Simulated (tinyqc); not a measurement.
Worked calculation: Hueckel theory of the pi electrons with the omega technique, for the molecule Bc1nnc2[nH]cnc2n1 (SMILES; centres numbered as the heavy atoms are written). One step of it, computed by the program tinyqc.

Task: Energy, charges, bond orders. E = sum n x; q_r = z_r - P_rr; bond order p = P_rs; free valence = sqrt(3) - sum of p over the bonds of the atom.

final x values: 2.633788  2.046814  1.590624  1.132911  0.866160  -0.461783  -0.571318  -1.049494  -1.450453  -1.947249

occupations: 2.000000  2.000000  2.000000  2.000000  2.000000  0.000000  0.000000  0.000000  0.000000  0.000000

final P:
```
            1B         2C         3N         4N         5C         6N         7C         8N
1B    0.070127   0.253503   0.151883  -0.053143  -0.111080   0.042414   0.023642  -0.031048
2C    0.253503   0.947911   0.622648  -0.057157  -0.280859   0.086652   0.042268  -0.087905
3N    0.151883   0.622648   1.072209   0.676298  -0.054757  -0.079373   0.187938   0.056561
4N   -0.053143  -0.057157   0.676298   1.073423   0.632789  -0.101212  -0.100237  -0.008143
5C   -0.111080  -0.280859  -0.054757   0.632789   0.928124   0.329869  -0.241722  -0.063862
6N    0.042414   0.086652  -0.079373  -0.101212   0.329869   1.810753   0.375173  -0.214632
7C    0.023642   0.042268   0.187938  -0.100237  -0.241722   0.375173   0.891522   0.831191
8N   -0.031048  -0.087905   0.056561  -0.008143  -0.063862  -0.214632   0.831191   1.169892
9C   -0.041778  -0.037879  -0.276012   0.091802   0.566115  -0.142558  -0.009722   0.464225
10N   0.166656   0.666878  -0.051439  -0.319267   0.091573   0.029490  -0.224414  -0.051499

            9C        10N
1B   -0.041778   0.166656
2C   -0.037879   0.666878
3N   -0.276012  -0.051439
4N    0.091802  -0.319267
5C    0.566115   0.091573
6N   -0.142558   0.029490
7C   -0.009722  -0.224414
8N    0.464225  -0.051499
9C    0.950702   0.594450
10N   0.594450   1.085336
```

Centres:
```
centre  z_r, pi electrons of the neutral centre          h
1B                                            0  -0.930000
2C                                            1   0.000000
3N                                            1   0.540000
4N                                            1   0.540000
5C                                            1   0.000000
6N                                            2   1.560000
7C                                            1   0.000000
8N                                            1   0.540000
9C                                            1   0.000000
10N                                           1   0.540000
```

Bonds:
```
i    j         k
1    2  0.670000
2    3  0.970000
3    4  0.970000
4    5  0.970000
5    6  0.720000
6    7  0.720000
7    8  0.970000
8    9  0.970000
9   10  0.970000
10   2  0.970000
9    5         1
```

Give: pi energy = 10 alpha + this times beta; pi charges; Bond orders and lengths from R = 1.517 - 0.180 p; free valence of the carbons; gap between the highest filled and the next level.

Result:

pi energy = 10 alpha + this times beta = 16.541

pi charges: 1B -0.070, 2C 0.052, 3N -0.072, 4N -0.073, 5C 0.072, 6N 0.189, 7C 0.108, 8N -0.170, 9C 0.049, 10N -0.085

Bond orders and lengths from R = 1.517 - 0.180 p (angstrom, C-C alone):
```
bond      p      R
1-2   0.254      -
2-3   0.623      -
3-4   0.676      -
4-5   0.633      -
5-6   0.330      -
6-7   0.375      -
7-8   0.831      -
8-9   0.464      -
9-10  0.594      -
10-2  0.667      -
9-5   0.566  1.415
```

free valence of the carbons: 2C 0.189, 5C 0.203, 7C 0.526, 9C 0.107

gap between the highest filled and the next level = 1.328 |beta|
